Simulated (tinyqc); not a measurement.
Heterojunction of two tight-binding chains: sweeps and comparisons. A value that a table varies takes the place of the one given here.

Left chain: hopping -t1, sites at 2 t1 (band bottom 0). Right chain: hopping -t2, sites at dE + 2 t2 (bottom dE). t = c/(m a^2), c = hbar^2/2m0. The bond across the interface is -tc with tc = f sqrt(t1 t2), and the last left site has the extra energy U. In a chain E = bottom + 2t (1 - cos(ka)); the surface Green function of a half chain is g = -exp(ika)/t, with Im k > 0 where cos(ka) > 1.

Constants: hbar^2/2m0 = 3.80998211 eV angstrom^2.

Values chosen for the exercise (masses and offset of the size met at InGaAs / InP; shifted at random, so the results belong to these values and not to a real crystal):
- a = 3 angstrom (site spacing)
- m1 = 0.037 m0 (mass on the left)
- m2 = 0.077 m0 (mass on the right)
- dE = 0.29 eV (band offset)
- f = 1 (factor on the interface hopping)
- U = 0.36 eV (extra energy on the last left site)
- E = 0.381 eV (electron energy)

## Transmission against energy, and which matching rule a chain obeys

Chain A is the junction as given; chain B has tc = sqrt(t1 t2) and U = 0; chain C has tc = t2 and U = t2 - t1, the finite-difference form of -d/dx (c/m) d/dx. Continuum formulas T = 4 x y/(x + y)^2 with parabolic k: x, y = k/m on each side (BenDaniel-Duke) or x, y = k (slope continuous).

T:
```
E - dE (eV)  E (eV)  chain A  chain B  chain C  k/m matched  k matched
0.002         0.292   0.3778   0.3802   0.2047       0.2053     0.3811
0.005         0.295   0.5283   0.5313   0.3029       0.3037     0.5325
0.010         0.300   0.6554   0.6589   0.3979       0.3989     0.6600
0.020         0.310   0.7800   0.7839   0.5081       0.5092     0.7850
0.050         0.340   0.9122   0.9166   0.6624       0.6636     0.9173
0.100         0.390   0.9708   0.9754   0.7680       0.7692     0.9757
0.200         0.490   0.9933   0.9983   0.8496       0.8509     0.9983
0.400         0.690   0.9925   0.9977   0.9030       0.9045     0.9978
```

Chain C follows the k/m rule within 0.0015 and chain B the plain k rule within 0.0012, while the two rules differ by up to 0.2758: in B the self-energy of the right side is -t1 exp(i k2 a), so only k2 enters, and in C it is -t2 exp(i k2 a), which carries 1/m2. Chain A, with f = 1 and U = 0.36 eV, has an interface term of its own and lies up to 0.0053 from B and 0.2720 from C.

## When the interface binds a state

A state below both bands solves E - 2 t1 - U - S1(E) - S2(E) = 0 for E < 0, with S1 = -t1 z1, S2 = -(tc^2/t2) z2 and |z| < 1 the decaying root of z + 1/z = 2 - (E - bottom)/t. Decay lengths -a/ln|z|. The threshold is the U that solves the equation at E = 0. A dash: no bound state.

Interface state:
```
U (eV)   E (eV)  decay left (angstrom)  decay right (angstrom)
-0.70         -                      -                       -
-1.41         -                      -                       -
-2.11         -                      -                       -
-2.58   -0.0042                  156.3                    13.0
-3.05   -0.0301                   58.5                    12.5
-3.75   -0.0956                   32.8                    11.4
-4.69   -0.2193                   21.7                     9.9
-7.03   -0.6749                   12.4                     7.2
```

threshold U = -2.3433 eV

The step pushes the state out, so an attraction must exceed 2.3433 eV to bind; 5 of the 8 rows are bound. At U = -7.03 eV the state decays over 12.4 angstrom to the left and 7.2 to the right, where the band lies higher.

## What each parameter does

T = 4 Im(S1) Im(S2) |G|^2 with G = 1/(E - 2 t1 - U - S1 - S2), S1 = -t1 exp(i k1 a), S2 = -(tc^2/t2) exp(i k2 a). Each row changes one parameter from the base and keeps the others.

Results:
```
case                   T    k1 a    k2 a
base              0.9651  0.1827  0.1287
m1 = 0.0444 m0    0.9476  0.2002  0.1287
m2 = 0.0924 m0    0.9779  0.1827  0.1411
dE = 0.24 eV      0.9893  0.1827  0.1603
f = 0.9           0.5982  0.1827  0.1287
U = 0.56 eV       0.9541  0.1827  0.1287
a = 2.4 angstrom  0.9669  0.1461  0.1030
```

The largest shifts from the base row, up to three for each result and ties (the steps differ in size, so this ranks the rows, not the parameters). T: f -0.3669, dE +0.0243, m1 -0.0175. k1 a: a -0.0366, m1 +0.0175; unchanged at the printed digits by m2, dE, f and U. k2 a: dE +0.0316, a -0.0258, m2 +0.0123; unchanged at the printed digits by m1, f and U.

Run: tinyqc, `OMP_NUM_THREADS=1 python tinyqc.py 1481957 1481958 out.jsonl`; Intel(R) Xeon(R) Processor @ 2.30GHz, one thread, shared host; about 0.01 s of CPU time with all checks.
